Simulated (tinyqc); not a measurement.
# Bulk resistivity and mean free path from two films

Problem. In the thick-film limit single-crystal films obey rho = rho0 (1 + 3 (1 - ps) lam/(8 d)). Find rho0, lam and the product rho0 lam.

Inputs (values chosen for the exercise): specular share of surface scattering ps = 0.

rho at d = 19 and 96 nm (uohm cm): [7.3986513, 6.3008789]

Answer. rho is a straight line in 1/d: the intercept is rho0 and the slope (3/8)(1 - ps) rho0 lam. Without ps only the product (1 - ps) lam could be found.

rho0 = 6.030 uohm cm
lam = 11.50 nm
rho0 lam = 69.34 uohm cm nm

tinyqc, about 0.01 s, one thread, Intel Xeon 2.30GHz (shared host): `OMP_NUM_THREADS=1 python tinyqc.py 2100086 2100087 out.jsonl`
